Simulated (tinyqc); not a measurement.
MOSFET in saturation, small-signal circuit and noise: two steps of the calculation.

Bias by the inversion coefficient IC = I/Ispec (charge-based model with velocity saturation; weak inversion below 0.1, strong above 10). Common-source circuit: gm, gds, Cgs, Cgd and Cj at the inner nodes, Rg in series with the gate; quasi-static, no source or drain resistance, no gate-body capacitance, no substrate network, no induced gate noise, so fmax is an upper estimate.

Inputs (values chosen for the exercise):
- T = 300 K (temperature)
- L = 65 nm (gate length)
- W = 5 um (total gate width)
- Cox = 0.7 uF/cm^2 (gate capacitance)
- mu = 180 cm^2/(V s) (mobility)
- n = 1.21 (slope factor)
- Ls = 20 nm (velocity-saturation length)
- sg = 0.037 (ratio gds/gm)
- IC = 0.43 (inversion coefficient)
- f = 1 GHz (signal frequency)

Constants: q = 1.602176634e-19 C, kB = 1.380649e-23 J/K, Vt = kB T/q. Results are converted to the units shown.

Question 1. Current, transconductance and gain. Ispec = 2 n mu Cox (W/L) Vt^2, lc = Ls/L, gms = [sqrt((lc IC + 1)^2 + 4 IC) - 1]/[2 + lc (lc IC + 1)], gm = gms Ispec/(n Vt), gds = sg gm.

Wanted: Ispec; I; gms; gm; gds; gm/I.

Answer 1.

Ispec = 15.68 uA
I = 6.741 uA
gms = 0.3120
gm = 0.1563 mS
gds = 0.005785 mS
gm/I = 23.19 1/V

Question 2. Current gain and unilateral power gain. |h21| = |Y21/Y11|; U = |Y21 - Y12|^2/(4 [Re Y11 Re Y22 - Re Y12 Re Y21]). Extrapolated at 20 dB a decade: f |h21| and f sqrt(U).

Y with Rg (mS):
```
                            1                            2
1  0.0000119951+0.0233230762i  -0.0000051703-0.0100530938i
2  0.1563394369-0.0101335025i   0.0057869984+0.0248532399i
```

Find: |h21|; U; f |h21|; f sqrt(U).

Answer 2.

|h21| = 6.717
U = 6962
f |h21| = 6.717 GHz
f sqrt(U) = 83.44 GHz

tinyqc, about 0.01 s, one thread, Intel Xeon 2.30GHz (shared host): `OMP_NUM_THREADS=1 python tinyqc.py 2150018 2150019 out.jsonl`
